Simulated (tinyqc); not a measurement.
# Charge-trap memory cell, step by step

Computed by the program tinyqc: `OMP_NUM_THREADS=1 python tinyqc.py 2130065 2130066 out.jsonl`, one thread of a shared Intel Xeon 2.30GHz, about 0.06 s for the whole run. Printed values are rounded.

Channel, tunnel oxide, storage layer, blocking layer, gate. N electrons per area sit in a sheet at the centroid and shift the threshold by U = (q/eps0) N (tb/eb + xc tn/en). EOT = t1 + 3.9 (tn/en + tb/eb); tunnel field F = (Vg - U)/EOT; dN/dt = eta (J/q)(1 - N/Nm). Fowler-Nordheim: J = A F^2 exp(-B/F), A = q^2/(16 pi^2 hbar mo phi) (times 1e14 for A/cm^2 with F in V/nm, emitter mass m0), B = (4/3) sqrt(mo/C) phi^1.5, C = hbar^2/(2 m0).

Inputs (values chosen for the exercise); oxide values close to those of silicon dioxide, storage layer close to silicon nitride, blocking layer close to silicon dioxide: tunnel barrier phi = 3.04 eV; tunnelling mass mo = 0.42 m0; tunnel oxide (permittivity 3.9) t1 = 3.9 nm; storage layer tn = 6.3 nm; its relative permittivity en = 7.2; blocking layer tb = 5.2 nm; its relative permittivity eb = 3.9; charge centroid, share of tn counted from the blocking side xc = 0.4; capture efficiency of an empty layer eta = 0.8; trap density Nm = 2.3e13 cm^-2; gate voltage less flat band and surface potential Vg = 14.1 V; first time step d0 = 6.6e-7 s; growth of the step gr = 1.6; steps n = 8.

Constants: q = 1.602176634e-19 C, hbar = 1.054571817e-34 J s, m0 = 9.1093837015e-31 kg, eps0 = 8.8541878128e-14 F/cm where lengths are in cm, hbar^2/(2 m0) = 0.0380998212 eV nm^2. Results are converted to the units shown.

Range of the model: The Fowler-Nordheim form needs F t1 above phi; trap-assisted paths and leakage through the blocking layer are left out.

## Constants of the stack

EOT, the shift for 1e12 electrons per cm^2, the shift with all traps full, and the starting field, current and rate.

EOT = 12.5125 nm
shift for 1e12 cm^-2 = 0.304601 V
shift with all traps full = 7.00583 V
F(0) = 1.12687 V/nm
J(0) = 0.138792 A/cm^2
dN/dt at the start = 6.93016e17 cm^-2 s^-1

## Midpoint steps of growing length

N(half) = N + (d/2) r(N), N(new) = N + d r(N(half)), r = dN/dt; the step starts at d0 and is multiplied by gr each time. Field in the blocking layer (3.9 F + q N/eps0)/eb.

t, step 0 to 8 (s): [0, 6.6e-7, 1.716e-6, 3.40560e-6, 6.10896e-6, 1.04343e-5, 1.73549e-5, 2.84279e-5, 4.61446e-5]
N, step 0 to 8 (cm^-2): [0, 4.04339e11, 9.04711e11, 1.48900e12, 2.13732e12, 2.82793e12, 3.54166e12, 4.26362e12, 4.98317e12]
U, step 0 to 8 (V): [0.00000, 0.12316, 0.27558, 0.45355, 0.65103, 0.86139, 1.07879, 1.29870, 1.51788]
F, step 0 to 8 (V/nm): [1.12687, 1.11703, 1.10485, 1.09063, 1.07484, 1.05803, 1.04066, 1.02308, 1.00556]
blocking field, step 0 to 8 (V/nm): [1.12687, 1.13579, 1.14683, 1.15971, 1.17401, 1.18924, 1.20498, 1.22090, 1.23677]

A converged integration gives U = 1.549 V at the last time; the steps are 2.0 % below that. The tunnel field falls by 10.8 % while the blocking field rises by 9.75 %.
